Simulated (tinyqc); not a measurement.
# Lossy interposer transmission line with skin effect, step by step

Numbers from tinyqc (`OMP_NUM_THREADS=1 python tinyqc.py 2810216 2810217 out.jsonl`; about 0.01 s on one thread of a shared Intel Xeon 2.30GHz). Printed values are rounded.

A uniform line in a homogeneous dielectric: c = sqrt(er)/(c0 Z0), l = Z0 sqrt(er)/c0 (c0 = 299792458 m/s), g = w c td, w = 2 pi f. The resistance joins its limits as r = sqrt(r_dc^2 + r_hf^2), with r_dc = rho/(wd th), r_hf = kr rho/(2 delta (wd + th)), delta = sqrt(rho/(pi f mu0)), mu0 = 4 pi 1e-7 H/m; this is an interpolation, and internal inductance, up to 0.05 nH/mm at low frequency, is neglected.

Values chosen for this exercise: width of the strip wd = 9.1 um; thickness of the strip th = 0.78 um; resistivity rho = 2 uohm cm; relative permittivity er = 3.9; loss tangent td = 0.02; lossless impedance sqrt(l/c) Z0 = 40 ohm; factor for crowding and the return path kr = 2; length len = 10 mm; source resistance Rg = 100 ohm; load resistance RL = 1000 ohm; load capacitance CL = 0 fF; frequency f = 1.5 GHz.

## Line constants

delta, r_dc, r_hf, r, l, c and g as defined.

delta = 1.837763 um
r_dc = 2.817695 ohm/mm
r_hf = 1.101498 ohm/mm
r = 3.025343 ohm/mm
l = 0.2634945 nH/mm
c = 164.6841 pF/m
g = 0.03104222 S/m

r is 1.07 times r_dc; the skin depth is 2.36 of the thickness.

## Propagation constant and impedance

gamma = sqrt((r + i w l)(g + i w c)) = alpha + i beta, Zc = sqrt((r + i w l)/(g + i w c)), roots with positive real part; loss 8.685889638 alpha in dB; phase velocity w/beta.

gamma len = 0.3402724+0.7013143i
Zc = 45.60477-21.01111i ohm
loss = 0.2955569 dB/mm
phase velocity over c0 = 0.4482680
r/(w l) = 1.218237

r exceeds w l, so the line behaves mainly as an RC line at this frequency.

## Reflection, input impedance and transfer

ZL = 1/(1/RL + i w CL); reflection (ZL - Zc)/(ZL + Zc); Zin = Zc (ZL + Zc tanh(gamma len))/(Zc + ZL tanh(gamma len)); H = V_load/V_source = [Zin/(Zin + Rg)]/[cosh(gamma len) + (Zc/ZL) sinh(gamma len)].

ZL = 1000.000+0.000i ohm
reflection at the load = 0.9119966+0.0384210i
Zin = 16.52642-56.58040i ohm
H = 0.2252216-0.4710432i
|H| = -5.644639 dB
